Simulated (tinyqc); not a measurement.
Input admittance of a MOSFET at zero drain bias: distributed channel and distributed gate: dividing a fixed width into fingers.

Source and drain grounded, strong inversion, w = 2 pi f, Cox = eps0 eox/tox. The channel is an RC line of resistance 1/(mu Cox Vo) per square fed from both ends, so one finger has the intrinsic admittance y = i w Cox L tanh(g)/g per width, g = (1/2) sqrt(i w tau), tau = L^2/(mu Vo). The vertical resistance rv/L is in series with y, the overlaps 2 i w Cov in parallel: y_t = 1/(1/y + rv/L) + 2 i w Cov. The gate strip is a line of Rsh/L per length loaded by y_t, so a finger has Y = y_t Wf tanh(k)/k, k = (Wf/sd) sqrt(y_t Rsh/L); the device has Nf Y.

Low-frequency limits, with c = Cox L and ct = c + 2 Cov: R_strip = Rsh Wf/(3 sd^2 L Nf), R_ch = (c/ct)^2 L/(12 mu Cox Vo Wf Nf), R_vert = (c/ct)^2 rv/(L Wf Nf), C = ct Wf Nf. Total width Wf Nf = 100 um; each finger also has a contact resistance Rc at each contacted end, which adds Rc/(sd Nf). The resistances are low-frequency limits, good while |k| is below about 1; the far-point signal is |1/cosh k| at f, without Rc.

Parameters, values chosen for the exercise; values of the order met in silicon radio-frequency transistors: relative permittivity of the gate insulator (close to silicon dioxide) eox = 3.9; insulator thickness tox = 2.2 nm; channel length L = 0.43 um; channel mobility mu = 100 cm^2/(V s); gate overdrive Vo = 0.45 V; sheet resistance of the gate Rsh = 3.3 ohm/square; vertical resistivity of the gate stack rv = 0 ohm um^2; number of ends at which a finger is contacted sd = 2; overlap and fringe capacitance on each side Cov = 0.18 fF/um; frequency f = 6.2 GHz.

Constants: eps0 = 8.8541878128e-14 F/cm where lengths are in cm. Results are converted to the units shown.

The same in every row: R_ch + R_vert (ohm) = 4.572.

Dividing a fixed width into fingers:
```
Nf	Wf (um)	R_strip (ohm)	Rc/(sd Nf) for Rc = 30 ohm (ohm)	sum (ohm)	signal at the far point
1	100.0	63.95	15.00	83.53	0.3706
2	50.00	15.99	7.500	28.06	0.8258
4	25.00	3.997	3.750	12.32	0.9716
8	12.50	0.9993	1.875	7.447	0.9944
16	6.250	0.2498	0.9375	5.760	0.9987
32	3.125	0.06245	0.4688	5.104	0.9997
64	1.562	0.01561	0.2344	4.822	0.9999
128	0.7812	0.003903	0.1172	4.694	1.000
```

What does the comparison show, and why?

R_strip falls as 1/Nf^2, from 64.0 to 0.00390 ohm, the contact term as 1/Nf, and R_ch + R_vert stays at 4.57 ohm since the total width is fixed. The sum is within a factor 1.5 of that floor from Nf = 16 on. More fingers add wiring capacitance, which is left out.

Program tinyqc, `OMP_NUM_THREADS=1 python tinyqc.py 2262204 2262205 out.jsonl`; Intel Xeon 2.30GHz, shared host, one thread, about 0.01 s.
